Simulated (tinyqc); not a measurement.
Stacked nanosheet transistor, parasitic resistance, capacitance and delay: two steps of the calculation.

Ns sheets share one contact on top; each has perimeter p = 2 (Ws + ts) and cross-section A = Ws ts; contact width Wc = Ws + 10 nm, stack height Hs = Ns pv. Sheet 1 is the top one. Contact length Lc = CPP - Lg - 2 Lsp, shared by two neighbouring gates. Source and drain sides are equal. The formulas are first-order estimates, not field solutions.

Parameters, values chosen for the exercise; values close to those of silicon logic devices:

| symbol | value | unit | meaning |
|---|---|---|---|
| Ns | 3 |  | number of sheets |
| Ws | 20 | nm | sheet width |
| ts | 7 | nm | sheet thickness |
| CPP | 51 | nm | contacted gate pitch |
| Lg | 14 | nm | gate length |
| Lsp | 7 | nm | spacer length |
| rc | 5.9e-10 | ohm cm^2 | contact resistivity |
| re | 0.00036 | ohm cm | resistivity of the source-drain epitaxy |
| te | 20 | nm | current-carrying depth of the epitaxy |
| rx | 0.0007 | ohm cm | resistivity of the extension |
| Vdd | 0.8 | V | supply voltage |

Question 1. Geometry and resistances. Epitaxy sheet resistance Rsh = re/te, transfer length LT = sqrt(rc/Rsh), contact Rc = [sqrt(rc Rsh)/Wc] coth(Lc/(2 LT)); extension of one sheet Rx = rx Lsp/A. Effective width N p; for equal currents and rv = 0 one side has Rc + Rx/N.

Give: Lc; effective width; Rsh; LT; Rc; Rx; one side times effective width.

Answer 1.

Lc = 23.000 nm
effective width = 162.00 nm
Rsh = 180.00 ohm
LT = 18.105 nm
Rc = 193.42 ohm
Rx = 350.00 ohm
one side times effective width = 50.234 ohm um

Question 2. Effective current, delay and energy. Ieff = (IH + IL)/2, delay CL Vdd/(2 Ieff), energy CL Vdd^2, with CL the load of an inverter that drives an equal one.

IH = I(Vdd, Vdd/2) = 177.14622 uA
IL = I(Vdd/2, Vdd), solved likewise = 58.730515 uA
CL = 427.33771 aF

Find: Ieff; delay; energy.

Answer 2.

Ieff = 117.9 uA
delay = 1.449 ps
energy = 273.5 aJ

tinyqc, about 0.06 s, one thread, Intel Xeon 2.30GHz (shared host): `OMP_NUM_THREADS=1 python tinyqc.py 2170096 2170097 out.jsonl`
